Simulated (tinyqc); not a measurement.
Piezoresistors in the (001) plane of a cubic crystal: one step of the calculation.

Plane stress in crystal axes x = [100], y = [010]. First-order piezoresistance: d rho_xx/rho = p11 sxx + p12 syy, d rho_yy/rho = p12 sxx + p11 syy, d rho_xy/rho = p44 sxy; a resistor along d = (cos th, sin th) changes by dR/R = d.(d rho/rho).d. Changes of geometry and second-order terms are left out.

Question. Change of the resistivity tensor. As in the introduction.

Values chosen for this exercise; coefficients close to those of lightly doped n-type silicon:

| symbol | value | unit | meaning |
|---|---|---|---|
| p11 | -95.6 | x 1e-11/Pa | piezoresistive coefficient |
| p12 | 52.9 | x 1e-11/Pa | piezoresistive coefficient |
| p44 | -14.1 | x 1e-11/Pa | piezoresistive coefficient |
| Sx | 196 | MPa | stress sxx |
| Sy | 209 | MPa | stress syy |
| St | -25 | MPa | shear stress sxy |

Give: d rho/rho.

Answer.

d rho/rho (%):
```
,x,y
x,-7.681,0.352
y,0.352,-9.612
```

tinyqc, about 0.01 s, one thread, Intel Xeon 2.30GHz (shared host): `OMP_NUM_THREADS=1 python tinyqc.py 2530167 2530168 out.jsonl`
